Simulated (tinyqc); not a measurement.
Strong pi bonds keep dimers flat: buckled dimers of a reconstructed (001) surface, two dangling bonds a dimer.

In a dimer one atom moves up by z and the other down by z; the dangling bond of the up atom (more s-like) falls by gm z and that of the down atom rises by gm z. With all dimers tilted alike: H(k) = [[-gm z - 2 ta cos k, -tp - 2 tx cos k], [., gm z - 2 ta cos k]], k along the row in 1/a. Two electrons a dimer fill the lowest N of the 2N levels on the mesh k_j = (j + 1/2) pi/N. Total energy a dimer: W(z) = (2/N) sum of the filled levels + kf z^2. Repulsion between electrons is left out.

Parameters, chosen for this exercise (of the size met on Si(001); not measured data):

| symbol | value | unit | meaning |
|---|---|---|---|
| ta | 0.16 | eV | coupling between like atoms along the row |
| tx | 0.02 | eV | diagonal coupling along the row |
| gm | 1.65 | eV/angstrom | shift of a dangling bond with height |
| kf | 4.5 | eV/angstrom^2 | force constant of buckling |
| N | 16 |  | k points |

tp is varied; z minimises W on 0 to 1 angstrom; gap on 201 points; charge moved: the mean of gm z/sqrt((gm z)^2 + h^2) over the mesh, h the off-diagonal element.

Against tp:

| tp (eV) | z (angstrom) | gain (eV) | gap (eV) | charge moved (e) |
|---|---|---|---|---|
| 0.10 | 0.3613 | 0.1958 | 0.5714 | 0.985 |
| 0.20 | 0.3458 | 0.1830 | 0.5715 | 0.943 |
| 0.30 | 0.3183 | 0.1486 | 0.5716 | 0.868 |
| 0.45 | 0.2455 | 0.0403 | 0.5720 | 0.669 |
| 0.60 | 0.0527 | 0.0001 | 0.5726 | 0.144 |
| 0.80 | 0.0000 | 0.0000 | 0.9600 | 0.000 |
| 1.00 | 0.0000 | 0.0000 | 1.3600 | 0.000 |
| 1.30 | 0.0000 | 0.0000 | 1.9600 | 0.000 |
| 1.60 | 0.0000 | 0.0000 | 2.5600 | 0.000 |

Dimers buckle for tp up to 0.6 eV among these rows; for an isolated dimer the limit is gm^2/kf = 0.605 eV. While buckled, the splitting, on average over k, stays near 2 gm^2/kf = 1.210 eV whatever tp is, and beyond the limit it follows 2 tp; the gap is smaller by the width of the bands, about 4 ta = 0.64 eV.

Run: tinyqc, `OMP_NUM_THREADS=1 python tinyqc.py 1452234 1452235 out.jsonl`; Intel(R) Xeon(R) Processor @ 2.30GHz, one thread, shared host; about 0.02 s of CPU time with all checks.
